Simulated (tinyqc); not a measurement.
Conductance steps with and without the scatterer: conductance of a narrow metal strip with scatterers (square lattice, Green functions).

A strip of W sites across with hard walls, site energy 0 and hopping -t. Mode n = 1 to W has profile chi_n(j) = sqrt(2/(W + 1)) sin(n j pi/(W + 1)) and energy en = -2t cos(n pi/(W + 1)); E = en - 2t cos(kn a). With z_n = exp(i kn a) (Im k > 0 for closed modes, |z| < 1) each lead gives the self-energy -t z_n in mode n. One column carries the site energies v, here a notch at the edge (a site raised out of reach). In the mode basis V_nm = sum_j chi_n(j) v_j chi_m(j), G = (E - en + 2 t z_n - V)^-1, and t_nm = 2t sqrt(sin(kn a) sin(km a)) G_nm in size for open modes. T = sum |t_nm|^2, conductance (2e^2/h) T.

Parameters, chosen for this exercise (out of a larger set: hopping and spacing of the size met in Cu or Al; the lattice is a model; not measured data):
```
symbol  value          unit  meaning
t       1.18           eV    hopping
W       4                    sites across
v       (50, 0, 0, 0)  eV    site energies in the scattering column
```

E is varied across the lower half of the band.

Against energy:
```
E/t    E (eV)  open modes       T  reflected
-3.30  -3.894           1  0.8905     0.1095
-2.95  -3.481           1  0.9643     0.0357
-2.65  -3.127           1  0.9956     0.0044
-2.30  -2.714           2  1.2491     0.7509
-1.95  -2.301           2  1.4711     0.5289
-1.65  -1.947           2  1.6871     0.3129
-1.30  -1.534           3  2.0096     0.9904
-0.95  -1.121           3  2.0383     0.9617
-0.65  -0.767           3  2.0874     0.9126
-0.30  -0.354           4  3.0011     0.9989
0.05    0.059           4  3.0015     0.9985
```

How do the results move, and what explains it?

The clean strip goes from 1 to 4 open modes. The reflected flux ranges from 0.004 (E/t = -2.65) to 0.999 (E/t = -0.3). A scatterer on one site acts on one combination of modes only, so it can reflect at most one unit.

Program tinyqc; command `OMP_NUM_THREADS=1 python tinyqc.py 1481329 1481330 out.jsonl`; about 0.01 s on one thread of a shared Intel(R) Xeon(R) Processor @ 2.30GHz.
